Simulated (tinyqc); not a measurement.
# Dopants and charged point defects at anneal temperature: Fermi-level effect, clustering and pairing, step by step

A worked calculation. Computed by tinyqc, a small Python program that keeps every step. Command: `OMP_NUM_THREADS=1 python tinyqc.py 3024763 3024764 out.jsonl pairing walk`. One thread of a shared host (Intel(R) Xeon(R) Processor @ 2.30GHz), about 0.01 s of CPU time with the checks. Intermediate numbers are printed to about 6 digits and carried at full precision; extremes and crossings named in words are read from the listed rows.

Boltzmann statistics and full ionisation of active dopants. Energies are counted from the valence band; the defect (a vacancy or self-interstitial) has five charge states, with all degeneracy factors one.

Inputs (values chosen for the exercise, with bands modelled on InP):

| quantity | value | unit |
|---|---|---|
| gap at 0 K E_g0 | 1.4 | eV |
| Varshni alpha | 0.000363 | eV/K |
| Varshni beta | 162 | K |
| electron mass m_e | 0.0795 | m_0 |
| valleys M_c | 1 | - |
| hole mass m_h | 0.612 | m_0 |
| anneal temperature T | 960 | K |
| total dopant density N | 5.8e+19 | cm^-3 |
| formation enthalpy of the neutral defect H_f | 3.37 | eV |
| formation entropy S_f | 3.8 | k_B |
| site density N_s | 3.4e+22 | cm^-3 |
| intrinsic dopant diffusivity D_i | 3.5e-17 | cm^2/s |
| anneal time t | 2 | s |
| pair binding energy E_b | 0.91 | eV |
| pair configurations Z | 4 | - |
| storage temperature T_2 | 450 | K |
| impurity diffusion prefactor D_0 | 0.00018 | cm^2/s |
| impurity migration energy E_m | 0.59 | eV |
| dielectric constant eps | 12.8 | - |
| active dopant density in the stored part N_2 | 9.8e+15 | cm^-3 |

Dopant: acceptor. Second part: pairing with a mobile impurity.

defect levels as fractions of E_g(T): (2+/+), (+/0), (0/-), (-/2-): 0.12  0.31  0.56  0.84

Constants: m_0 = 9.1093837015e-31 kg; k_B = 1.380649e-23 J/K; h = 6.62607015e-34 J s; k_B = 8.617333262e-05 eV/K; e^2/(4 pi eps_0) = 14.39964548 eV angstrom.

## The host at the anneal temperature

E_g = E_g0 - alpha T^2/(T + beta). N_c = 2 M_c (2 pi m_e k_B T/h^2)^(3/2) and N_v = 2 (2 pi m_h k_B T/h^2)^(3/2), masses in units of m_0. n_i = sqrt(N_c N_v) exp(-E_g/2 k_B T); E_i = E_g/2 + (k_B T/2) ln(N_v/N_c).

E_g = 1.10184 eV

k_B T = 0.0827264 eV

n_i = 1.90742e+16 cm^-3

E_i = 0.677550 eV

effective density of states N_b of the majority band = 6.87740e+19 cm^-3

## Active dopant

No clustering: A = N.

active density A = 5.80e+19 cm^-3

## Carrier density and Fermi level

p = A/2 + sqrt(A^2/4 + n_i^2) for an active density A. chi = n/n_i (for acceptors n_i/p); E_F = E_i + k_B T ln chi; field enhancement h = 1 + A/sqrt(A^2 + 4 n_i^2).

p = 5.80000e+19 cm^-3

chi = 3.28865e-04

E_F = 0.0140951 eV

field enhancement h = 2.00000

The doping is 3040 n_i: extrinsic conditions.

## Charged defects

C_0 = N_s exp(S_f/k_B) exp(-H_f/k_B T). Ratios to the neutral state at E_F = E_i: r_+ = exp((E(+/0) - E_i)/k_B T), r_2+ = r_+ exp((E(2+/+) - E_i)/k_B T), r_- = exp((E_i - E(0/-))/k_B T), r_2- = r_- exp((E_i - E(-/2-))/k_B T); at other E_F state q scales as chi^(-q). The enhancement is sum r_q chi^(-q)/sum r_q. The charge on the defects is left out of neutrality.

neutral defects C_0 = 3.09084e+06 cm^-3

Charge states:

| state | ratio r | intrinsic (cm^-3) | doped (cm^-3) |
|---|---|---|---|
| 2+ | 2.36225e-05 | 7.30135e+01 | 6.75100e+08 |
| + | 1.72258e-02 | 5.32422e+04 | 1.61897e+08 |
| 0 | 1.00000e+00 | 3.09084e+06 | 3.09084e+06 |
| - | 2.07838e+00 | 6.42395e+06 | 2.11261e+03 |
| 2- | 1.03711e-01 | 3.20554e+05 | 3.46686e-02 |

all defects, doped = 8.40090e+08 cm^-3

enhancement over intrinsic = 84.9549

mean charge = 1.79992 e

Doping leaves the neutral state alone and multiplies the total by 85.0; the most common state is 2+ (in intrinsic material -).

## Dopant diffusivity

If every charge state of the defect carries the dopant equally well, D = D_i x enhancement x h x (active share A/N, a rough stand-in that overstates the dA/dN which immobile clusters call for), D_i being an input held fixed when T or H_f is moved; diffusion length 2 sqrt(D t).

effective diffusivity D = 5.94684e-15 cm^2/s

D/D_i = 169.910

diffusion length = 2.18116 nm

## Against doping

chi = n/n_i; h = 1 + A/sqrt(A^2 + 4 n_i^2); the dopant diffusivity over its intrinsic value is D/D_i = enhancement x h x A/N, if every charge state carries the dopant equally well.

Trend at the anneal temperature:

| N (cm^-3) | active A (cm^-3) | chi | defect enhancement | mean charge | D/D_i |
|---|---|---|---|---|---|
| 5.70e+14 | 5.70e+14 | 9.85170e-01 | 9.89493e-01 | -0.70484 | 1.00428e+00 |
| 2.60e+15 | 2.60e+15 | 9.34165e-01 | 9.53484e-01 | -0.68974 | 1.01832e+00 |
| 1.20e+16 | 1.20e+16 | 7.33746e-01 | 8.14030e-01 | -0.61939 | 1.05829e+00 |
| 5.60e+16 | 5.60e+16 | 3.08247e-01 | 5.33435e-01 | -0.35390 | 9.74296e-01 |
| 2.60e+17 | 2.60e+17 | 7.29715e-02 | 4.35312e-01 | 0.06618 | 8.66013e-01 |
| 1.20e+18 | 1.20e+18 | 1.58911e-02 | 6.90951e-01 | 0.56003 | 1.38155e+00 |
| 5.50e+18 | 5.50e+18 | 3.46799e-03 | 2.48127e+00 | 1.11964 | 4.96248e+00 |
| 2.50e+19 | 2.50e+19 | 7.62966e-04 | 2.00539e+01 | 1.61686 | 4.01078e+01 |
| 1.20e+20 | 1.20e+20 | 1.58951e-04 | 3.26424e+02 | 1.89431 | 6.52848e+02 |

Well below n_i = 1.91e16 cm^-3 chi and the enhancement are near 1. At any doping d ln(enhancement)/d ln chi equals minus the mean charge, which goes from -0.70 to +1.89 over the rows. The defect density first falls, because doping removes the states with the sign of the ionised dopant before it feeds the opposite ones. Rows with carriers above N_b lie beyond Boltzmann statistics.

## Pairing in storage

An oppositely charged mobile impurity (density M) pairs with the dopant: pairs/free = Z (N_2/N_s) exp(E_b/k_B T_2) for M << N_2; capture radius R = e^2/(4 pi eps eps_0 k_B T_2); D_m = D_0 exp(-E_m/k_B T_2); association rate 4 pi R D_m N_2; dissociation rate = association rate/(pairs/free); tau = 1/(sum of both). Trapping slows long-range motion to D_m/(1 + pairs/free).

pairs/free = 17920.8

paired share = 0.999944

capture radius R = 29.0106 angstrom

D_m = 4.44184e-11 cm^2/s

pairing time constant = 0.630115 s

effective diffusivity of the impurity = 2.47845e-15 cm^2/s

## Pairing against temperature

The formulas are those given above.

Equilibrium and kinetics:

| T (K) | paired share | time constant (s) | D_m (cm^2/s) | effective D (cm^2/s) |
|---|---|---|---|---|
| 270 | 1.000000 | 9.61026e+03 | 1.74753e-15 | 1.56566e-26 |
| 300 | 1.000000 | 8.45683e+02 | 2.20652e-14 | 9.87585e-24 |
| 340 | 1.000000 | 6.53881e+01 | 3.23426e-13 | 9.10227e-21 |
| 380 | 0.999999 | 8.77455e+00 | 2.69373e-12 | 1.99344e-18 |
| 430 | 0.999981 | 1.22188e+00 | 2.18891e-11 | 4.10049e-16 |
| 480 | 0.999758 | 2.59649e-01 | 1.14960e-10 | 2.78006e-14 |
| 550 | 0.996038 | 4.82468e-02 | 7.06261e-10 | 2.79828e-12 |
| 650 | 0.929112 | 7.83560e-03 | 4.79407e-09 | 3.39841e-10 |

Half the impurity is paired at T = E_b/(k_B ln(N_s/(Z N_2))) = 772 K. The time constant at 300 K is 850 s. Below 772 K pairs win, and the effective diffusivity has the activation energy E_m + E_b = 1.50 eV; above it the impurity is free and moves with E_m = 0.59 eV.

Checks made by the program: ratios against Boltzmann factors of formation energies at E_F (relative difference below 1e-10).
